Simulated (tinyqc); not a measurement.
Wafer and channel orientation: ellipsoidal valleys in the axes of a wafer and a channel.

Valleys with axes a along x, y and z, one whole valley each; inverse mass tensor w = 1/mt + (1/ml - 1/mt) a a. Device axes: z = nz/|nz|, x = nx/|nx|, y = z cross x; in them a = (ax, ay, az). Confinement mass mz = 1/w_zz. In the plane w_ij is replaced by u_ij = w_ij - w_iz w_jz/w_zz (i, j = x, y); density-of-states mass md = 1/sqrt(det u); conductivity mass along x mc = 1/u_xx; ballistic transport mass mx = u_yy/det u, width mass my = 1/u_yy.

Hard walls: E_n = c (n pi/t)^2/mz, c = hbar^2/2m0, n = 1, 2, 3. Non-degenerate share of a valley proportional to md sum_n exp(-E_n/kT); mean 1/mc = sum of share/mc. 1 nm = 10 angstrom.

Constants: hbar^2/2m0 = 3.80998211 eV angstrom^2; kB = 8.617333262e-05 eV/K.

Parameters, chosen for this exercise (near those of the X valleys of AlAs; the results hold for these values, not for the real material):
- ml = 1.099 m0 (longitudinal mass)
- mt = 0.193 m0 (transverse mass)
- t = 7.8 nm (thickness of the film)
- T = 77 K (temperature)

For each face/channel: the lowest ladder (mz, number of valleys, md, E1, share) and the mean conductivity mass over all valleys.

Results:

| face/channel | mz | valleys | md | E1 (meV) | share | mean mc |
|---|---|---|---|---|---|---|
| (111)/[11-2] | 0.266 | 3 | 0.392 | 23.2 | 1.000 | 0.3107 |
| (100)/[011] | 1.099 | 1 | 0.193 | 5.6 | 0.924 | 0.1993 |
| (110)/[001] | 0.328 | 2 | 0.353 | 18.8 | 0.918 | 0.2070 |
| (112)/[11-1] | 0.428 | 1 | 0.309 | 14.4 | 0.726 | 0.4107 |
| (001)/[100] | 1.099 | 1 | 0.193 | 5.6 | 0.924 | 0.1993 |
| (110)/[1-11] | 0.328 | 2 | 0.353 | 18.8 | 0.918 | 0.3520 |
| (210)/[001] | 0.567 | 1 | 0.269 | 10.9 | 0.824 | 0.2027 |

What does the comparison show?

The mean conductivity mass is lowest, 0.1993, for (100)/[011] and (001)/[100] and highest, 0.4107, for (112)/[11-1]; the bulk value is 0.2661. The confinement energy is lowest on the face with the heaviest mz ((100), 6 meV). The density of states of the lowest ladder, valleys times md, runs between 0.193 and 1.177; a small value limits the charge through the quantum capacitance.

Program tinyqc; command `OMP_NUM_THREADS=1 python tinyqc.py 1880988 1880989 out.jsonl`; about 0.01 s on one thread of a shared Intel(R) Xeon(R) Processor @ 2.30GHz.
